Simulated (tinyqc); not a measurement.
One-electron ion in a basis of Gaussians, step by step. One step of it, computed by the program tinyqc.

Question. Matrices over normalised Gaussians. With p = a_i + a_j and I(k) = Gamma((k+1)/2) / (2 p^((k+1)/2)): S = I(2l+2), T = (2l+3) a_i a_j S / p, V = -Z I(2l+1), each divided by sqrt(S_ii S_jj).

exponents of r^l exp(-a r^2) (1/bohr^2): 0.047690  0.197700  0.820000  3.400000  14.100000

Z = 4

l = 2

Give: S; T; V.

Answer.

S:
```
        1       2       3       4       5
1  1.0000  0.4409  0.0639  0.0062  0.0005
2  0.4409  1.0000  0.4407  0.0639  0.0062
3  0.0639  0.4407  1.0000  0.4408  0.0639
4  0.0062  0.0639  0.4408  1.0000  0.4408
5  0.0005  0.0062  0.0639  0.4408  1.0000
```

T (hartree):
```
        1       2       3        4        5
1  0.1669  0.1186  0.0202   0.0020   0.0002
2  0.1186  0.6919  0.4914   0.0836   0.0084
3  0.0202  0.4914  2.8700   2.0387   0.3468
4  0.0020  0.0836  2.0387  11.9000   8.4518
5  0.0002  0.0084  0.3468   8.4518  49.3500
```

V (hartree):
```
         1        2        3        4         5
1  -0.7434  -0.5258  -0.1434  -0.0275   -0.0048
2  -0.5258  -1.5137  -1.0702  -0.2918   -0.0560
3  -0.1434  -1.0702  -3.0827  -2.1799   -0.5945
4  -0.0275  -0.2918  -2.1799  -6.2772   -4.4384
5  -0.0048  -0.0560  -0.5945  -4.4384  -12.7832
```
